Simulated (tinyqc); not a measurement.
Stacked nanosheet transistor, parasitic resistance, capacitance and delay: one step of the calculation.

Ns sheets share one contact on top; each has perimeter p = 2 (Ws + ts) and cross-section A = Ws ts; contact width Wc = Ws + 10 nm, stack height Hs = Ns pv. Sheet 1 is the top one. Contact length Lc = CPP - Lg - 2 Lsp, shared by two neighbouring gates. Source and drain sides are equal. The formulas are first-order estimates, not field solutions.

Task. Sheet currents at Vgs = Vdd, Vds = Vdd/2. One sheet: I = p Q vx u/(1 + |u|^1.8)^(1/1.8), Q = Cinv n Vt ln(1 + exp((Vg' - VT + dl Vd')/(n Vt))), u = Vd' mu/(vx Lg), Vg' = Vgs - v, Vd' = Vds - 2 v, with the drop on each side v_j = Rc sum I + rv (sum over levels k = 2..j of the current of sheets k..Ns) + Rx I_j. I(new) = I(out).

Inputs (values chosen for the exercise); values close to those of silicon logic devices:
```
symbol  value        unit                                   meaning
T         300           K                               temperature
Ws         20          nm                               sheet width
ts          5          nm                           sheet thickness
rv        156         ohm  vertical resistance between sheet levels
Lg         12          nm                               gate length
Cinv      2.5     uF/cm^2                     inversion capacitance
vx        9e6        cm/s                        injection velocity
mu        280  cm^2/(V s)                         apparent mobility
VT       0.27           V           threshold at zero drain voltage
dl       0.05         V/V                          barrier lowering
n        1.15                                   subthreshold factor
Vdd       0.7           V                            supply voltage
```

Constants: q = 1.602176634e-19 C, kB = 1.380649e-23 J/K, Vt = kB T/q. Results are converted to the units shown.

I at the start (uA): sheet 1 0, sheet 2 0
Rc = 288.95923 ohm
Rx = 1520 ohm

Find: drop v; I(out); I after iteration 1.

Result.

drop v (mV): sheet 1 0, sheet 2 0
I(out) (uA): sheet 1 49.82, sheet 2 49.82
I after iteration 1 (uA): sheet 1 49.82, sheet 2 49.82

Program tinyqc, `OMP_NUM_THREADS=1 python tinyqc.py 2170099 2170100 out.jsonl`; Intel Xeon 2.30GHz, shared host, one thread, about 0.04 s.
